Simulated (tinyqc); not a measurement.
Inside a calculation. Model: Debye-Callaway model of lattice thermal conductivity. Computed by tinyqc, a small Python program that keeps every step. Command: `OMP_NUM_THREADS=1 python tinyqc.py 3006835 3006836 out.jsonl callaway walk`. One thread of a shared host (Intel(R) Xeon(R) Processor @ 2.30GHz), about 0.01 s of CPU time with the checks. Intermediate numbers are printed to about 6 digits and carried at full precision; extremes and crossings named in words are read from the listed rows.

Three acoustic branches with one velocity v, cut at omega_D = k_B Theta/hbar; x = hbar omega/(k_B T). v and Theta are separate inputs: Theta cuts off the heat-carrying modes, so C need not reach 3 k_B/V. gamma is an effective value that sets the umklapp rate. Heat flows along the wire.

Inputs (values chosen for the exercise, modelled on gallium nitride):

| quantity | value | unit |
|---|---|---|
| sound velocity v | 5110 | m/s |
| Debye temperature Theta | 665 | K |
| volume per atom V | 11.4 | angstrom^3 |
| mean atomic mass M | 41.9 | u |
| effective Grueneisen parameter gamma | 1.9 | - |
| umklapp exponent divisor b | 3 | - |
| mass variance Gamma | 0.00022 | - |
| wire diameter D | 0.87 | micrometre |
| specularity p | 0.4 | - |
| temperature T | 600 | K |
| probe frequency omega/omega_D | 0.29 | - |

Sample: wire. Point defects: isotopes. Normal processes: left out.

Constants: k_B = 1.380649e-23 J/K; hbar = 1.054571817e-34 J s; u = 1.6605390666e-27 kg.

## Mass-fluctuation parameter

Gamma is given directly by the isotope mixture. A = V Gamma/(4 pi v^3).

Gamma = 2.20e-04

Rayleigh coefficient A = 1.49574e-45 s^3

## Scattering rates at one frequency

Rates: point defects A omega^4; umklapp B omega^2 T exp(-Theta/(b T)) with B = hbar gamma^2/(M v^2 Theta). Boundaries: v/Lambda_B with Lambda_B = D (1 + p)/(1 - p). The resistive time is tau_R = 1/(boundary + point-defect + umklapp rates), and the free path is v tau_R.

omega = 2.52480e+13 rad/s

Rates:

| process | rate (1/s) | rate x tau_R |
|---|---|---|
| boundaries | 2.51724e+09 | 0.0291283 |
| point defects | 6.07802e+08 | 0.00703319 |
| umklapp | 8.32940e+10 | 0.963839 |

tau_R = 1.15715e-11 s

free path = 59.1305 nm

The strongest resistive process at this frequency: umklapp, 96 % of the resistive rate.

## The integrand on a coarse grid

x runs in ten equal steps to min(Theta/T, 12); g = x^4 e^x/(e^x - 1)^2; tau_C is the inverse of all rates summed; the last column is c tau_C g with c = (k_B/(2 pi^2 v)) (k_B T/hbar)^3.

Integrand:

| x | g | tau_C (s) | c tau_C g (W/(m K)) |
|---|---|---|---|
| 0.11083 | 0.01227 | 8.04505e-11 | 65.4987 |
| 0.22167 | 0.04894 | 2.36567e-11 | 76.8041 |
| 0.33250 | 0.10954 | 1.08283e-11 | 78.6960 |
| 0.44333 | 0.19336 | 6.12806e-12 | 78.6122 |
| 0.55417 | 0.29936 | 3.91401e-12 | 77.7364 |
| 0.66500 | 0.42628 | 2.70121e-12 | 76.3947 |
| 0.77583 | 0.57261 | 1.96674e-12 | 74.7165 |
| 0.88667 | 0.73663 | 1.48902e-12 | 72.7713 |
| 0.99750 | 0.91645 | 1.16126e-12 | 70.6066 |
| 1.10833 | 1.11002 | 9.26897e-13 | 68.2604 |

Among these rows the integrand is largest at x = 0.33.

## Thermal conductivity

kappa_1 = c int tau_C g dx, g = x^4 e^x/(e^x - 1)^2, c = (k_B/(2 pi^2 v)) (k_B T/hbar)^3, over 0 < x < min(Theta/T, 40), by 96 Gauss-Legendre points in s with x = x_max s^2; tau_C = tau_R, the inverse of the summed rates, and kappa = kappa_1. Heat capacity C = 3 c int g dx / v^2; grey free path 3 kappa/(C v); the median free path v tau_C halves kappa_1 when the quadrature points are ordered by free path (each counted at half its weight, interpolated in the logarithm); likewise at 10 % and 90 %.

kappa_1 = 78.9022 W/(m K)

kappa = 78.9022 W/(m K)

heat capacity C = 3.25573e+06 J/(m^3 K)

grey free path = 14.2279 nm

median free path = 18.8455 nm

free path at 10 % of kappa_1 = 5.96795 nm

free path at 90 % of kappa_1 = 207.490 nm

The median free path is 1.3 times the grey one. The middle 80 % of kappa_1 spans a factor 35 in free path.

## Leaving out one process at a time

The formulas are those given above.

Conductivity at T:

| case | kappa (W/(m K)) | ratio to all |
|---|---|---|
| all processes | 78.9022 | 1 |
| without point defects | 81.2309 | 1.02951 |
| without boundaries | 85.8379 | 1.08790 |
| without umklapp | 1719.62 | 21.7944 |

Removing umklapp raises kappa most, by a factor 21.8; removing point defects gives only 1.03.

## Conductivity against temperature

The boundary limit is C v^2/(3 x boundary rate), with C = 3 c int g dx / v^2.

Kappa (W/(m K)):

| T (K) | all processes | without point defects | boundary limit |
|---|---|---|---|
| 6.7 | 0.952762 | 0.953283 | 0.953283 |
| 13 | 6.91210 | 6.96350 | 6.96350 |
| 23 | 36.4094 | 38.5620 | 38.5639 |
| 40 | 153.030 | 199.820 | 202.805 |
| 66 | 378.192 | 616.352 | 887.783 |
| 110 | 469.401 | 657.447 | 3129.37 |
| 200 | 297.221 | 342.336 | 7285.11 |
| 330 | 164.409 | 175.726 | 9845.23 |
| 530 | 91.6901 | 94.8886 | 11070.1 |
| 860 | 51.5537 | 52.5109 | 11611.1 |

kappa peaks among these rows at 110 K (T/Theta = 0.165) with 469 W/(m K). The exponent d ln kappa/d ln T is 2.99 at the cold end, the T^3 law of boundary scattering, and -1.19 at the hot end, near the 1/T law of umklapp scattering, which rules there. Point defects cost most at 66 K, a factor 1.63.

Checks made by the program: heat capacity against the Debye function (relative difference below 1e-10).
